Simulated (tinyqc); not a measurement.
Fully depleted semiconductor-on-insulator film with two gates, non-linear Poisson equation by Newton steps: charge against front-gate voltage.

One dimension across the film, front interface at x = 0, back interface at x = ts. psi is counted from the intrinsic level, n = ni exp(psi/Vt) (source grounded), holes neglected, acceptors ionised. Gates act through Cox = eps0 eox/tox and Cbox = 3.9 eps0/tb with potentials G1 = Vg - (phiM - chi - Vt ln(Nc/ni)) and G2 = Vb - (phiB - chi - Vt ln(Nc/ni)). Classical Boltzmann densities, no interface charge, no depletion in the back plane.

ni = sqrt(Nc Nv) exp(-Eg/(2 Vt)), Eg in volts. The Poisson equation eps0 eps_r d2psi/dx2 = q (n + Na), with -eps0 eps_r dpsi/dx = Cox (G1 - psi) at x = 0 and eps0 eps_r dpsi/dx = Cbox (G2 - psi) at x = ts, is solved on 300 equal intervals with half boxes at both ends; N_inv is the trapezoid sum of n. Swing = ln 10/(d ln N_inv/dVg); the last column is (dN_inv/dVb)/(dN_inv/dVg).

Values chosen for this exercise; band and dielectric values close to those of silicon: temperature T = 350 K; band gap Eg = 1.12 eV; relative permittivity eps_r = 11.5; conduction-band density of states at T Nc = 3.52e19 cm^-3; valence-band density of states at T Nv = 3.29e19 cm^-3; electron affinity chi = 4.11 eV; relative permittivity of the gate insulator (close to silicon dioxide) eox = 3.9; insulator thickness tox = 1.6 nm; film thickness ts = 24 nm; buried-oxide thickness (eps_r 3.9) tb = 98 nm; acceptor density of the film Na = 1e15 cm^-3; work function of the front gate phiM = 4.72 eV; work function of the back plane phiB = 4.16 eV; back-gate voltage Vb = 0 V.

Constants: q = 1.602176634e-19 C, kB = 1.380649e-23 J/K, Vt = kB T/q, eps0 = 8.8541878128e-14 F/cm where lengths are in cm. Results are converted to the units shown.

Results:
columns A: Vg (V); B: psi front (V); C: psi back (V); D: N_inv (cm^-2); E: centroid/ts; F: swing (mV/decade); G: q dN_inv/dVg over Cox; H: back/front leverage
```
A           B       C        D       E       F        G       H
0.02  -0.0211  0.0193   7.34e5   0.608    73.9  1.70e-6  0.0648
0.17    0.127   0.156   7.88e7   0.579    73.8  1.83e-4  0.0622
0.32    0.274   0.290   8.11e9   0.545    77.5   0.0179  0.0590
0.47    0.405   0.377  2.45e11   0.420     158    0.266  0.0422
0.77    0.537   0.399  2.50e12   0.156     565    0.754  0.0206
0.92    0.567   0.401  4.11e12   0.113     841    0.835  0.0188
1.07    0.589   0.401  5.85e12  0.0889  1.14e3    0.878  0.0179
1.22    0.605   0.401  7.65e12  0.0734  1.45e3    0.905  0.0174
```

Estimate the missing row, Vg = 0.62 V.

Computed row:
columns A: Vg (V); B: psi front (V); C: psi back (V); D: N_inv (cm^-2); E: centroid/ts; F: swing (mV/decade); G: q dN_inv/dVg over Cox; H: back/front leverage
```
A         B      C        D      E    F      G       H
0.62  0.489  0.395  1.12e12  0.244  329  0.583  0.0257
```

With this row back in the table: N_inv passes 1e11 cm^-2 at Vg = 0.418 V. The swing starts at 73.9 mV a decade, against (1 + k) Vt ln 10 = 70.5 for a front channel with k = Cs Cbox/(Cox (Cs + Cbox)) = 0.0151, Cs = eps0 eps_r/ts; above threshold this column is no longer a subthreshold swing. The centroid falls from 0.608 to 0.0734 of ts and the leverage of the back gate falls from 0.0648 to 0.0174. For Vg = 0.77, 0.92, 1.07, 1.22 the density at an interface exceeds 0.3 Nc, where Boltzmann statistics fail. For Vg = 0.92, 1.07, 1.22 the classical centroid lies within 3 nm of an interface, where confinement, left out, would push it away.

Program tinyqc, `OMP_NUM_THREADS=1 python tinyqc.py 2190061 2190062 out.jsonl`; Intel Xeon 2.30GHz, shared host, one thread, about 0.3 s.
